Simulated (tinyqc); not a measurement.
One-diode model of a solar cell: one step of the calculation.

J is the current delivered and Vj = V + J Rs the junction voltage. J = X JL - J01 (exp(Vj/(n1 Vt)) - 1) - Vj/Rp. The photocurrent does not depend on voltage.

Problem. New Vj. Open circuit: J(Vj) = 0. G = -dJ/dVj = J01 exp(Vj/(n1 Vt))/(n1 Vt) + 1/Rp. Vj(new) = Vj + J/G.

Inputs (values chosen for the exercise); values of the order met in cells of silicon: temperature T = 300 K; photocurrent at one sun JL = 35.2 mA/cm^2; concentration X = 0.3 suns; saturation current of the diode J01 = 1.1e-7 A/cm^2; ideality factor of the diode n1 = 1.76; shunt resistance Rp = 9000 ohm cm^2.

Constants: q = 1.602176634e-19 C, kB = 1.380649e-23 J/K, Vt = kB T/q. Results are converted to the units shown.

Vj at the start = 0.52197520 V

Find: J; G; Vj after iteration 1.

Solution.

J = -0.05789 mA/cm^2
G = 0.2322 S/cm^2
Vj after iteration 1 = 0.5217 V

Numbers from tinyqc (`OMP_NUM_THREADS=1 python tinyqc.py 2280045 2280046 out.jsonl`; about 0.01 s on one thread of a shared Intel Xeon 2.30GHz).
